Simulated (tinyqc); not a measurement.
Holstein polaron on two sites: one step, computed by the program tinyqc. Command: `OMP_NUM_THREADS=1 python tinyqc.py 3016820 3016821 out.jsonl holstein walk`. One thread of a shared host (Intel(R) Xeon(R) Processor @ 2.30GHz), about 0.01 s of CPU time with the checks.

One electron on sites 1 and 2: H = -t (c1+ c2 + c2+ c1) + hbar omega sum_i b_i+ b_i - g hbar omega sum_i n_i (b_i + b_i+). The symmetric phonon shifts the energy by -g^2 hbar omega/2 and drops out; with b = (b_1 - b_2)/sqrt(2) there remains H = -t sigma_x + hbar omega b+ b - (g hbar omega/sqrt(2)) sigma_z (b + b+). Parity splits it into blocks p = +1 and -1 over phonon numbers n. Zero-point energies are left out. Weights Z refer to mode b alone; the displaced symmetric mode multiplies the full zero-phonon weight by exp(-g^2/2).

Problem. The even block in a small basis. Block p: H_nn = n hbar omega - p t (-1)^n - g^2 hbar omega/2, H_(n,n+1) = -(g hbar omega/sqrt(2)) sqrt(n + 1). Take p = +1 and n = 0..N-1.

Inputs (values chosen for the exercise, for a model dimer): hopping t = 37 meV; phonon energy hbar omega = 50.6 meV; coupling g = 1.03; phonon levels kept N = 6.

Give: H, even block.

Solution.

H, even block (meV):
$$\begin{pmatrix}
-63.8 & -36.9 & 0.0 & 0.0 & 0.0 & 0.0 \\
-36.9 & 60.8 & -52.1 & 0.0 & 0.0 & 0.0 \\
0.0 & -52.1 & 37.4 & -63.8 & 0.0 & 0.0 \\
0.0 & 0.0 & -63.8 & 162.0 & -73.7 & 0.0 \\
0.0 & 0.0 & 0.0 & -73.7 & 138.6 & -82.4 \\
0.0 & 0.0 & 0.0 & 0.0 & -82.4 & 263.2
\end{pmatrix}$$
